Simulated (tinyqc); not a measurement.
Potential-pH (Pourbaix) lines of a metal, its cation, its oxide and an oxyanion, with a complexing ligand: one step, computed by the program tinyqc. Command: `OMP_NUM_THREADS=1 python tinyqc.py 3024784 3024785 out.jsonl pourb walk`. One thread of a shared host (Intel(R) Xeon(R) Processor @ 2.30GHz), about 0.01 s of CPU time with the checks.

Potentials are against the standard hydrogen electrode; solids and water have unit activity; dG_f of M, H+ and the electron is zero; F = e N_A and s = R T ln(10)/F. The cation carries z = 2.

Task: A complexing ligand. M2+ + 2e = M; MO + 2H+ + 2e = M + H2O; MO2(2-) + 4H+ + 2e = M + 2H2O. For each, E0 = -dG/(z F), and E = E0 + (s/z) log10 a - (s n_H/z) pH, with no activity term for the oxide. The free ligand is c_L/(1 + 10^(pKa - pH)) (ligand in excess); dissolved metal is a in all, so the free cation is a/alpha, alpha = 1 + beta [L]; the cation line drops by (s/z) log10 alpha.

Inputs (values chosen for the exercise, modelled on zinc):

| quantity | value | unit |
|---|---|---|
| temperature T | 298.15 | K |
| log10 of the dissolved activity a | -3 | - |
| pH | 4.8 | - |
| log10 of the stability constant beta of ML | 5.4 | - |
| pKa of HL | 10 | - |
| total ligand c_L | 0.0033 | mol/L |

Species: M, M2+, MO, MO2(2-).

E0 (V): cation -0.7571099, oxide -0.4421397, oxyanion 0.3754457

s = 0.05915935 V

Give: free ligand; log10 alpha; cation line with ligand; that line less the oxide line.

Result:

free ligand = 2.0821e-08 mol/L

log10 alpha = 0.0022655

cation line with ligand = -0.84592 V

that line less the oxide line = -0.11981 V

Caution: the ligand is not in tenfold excess over the metal, as assumed.
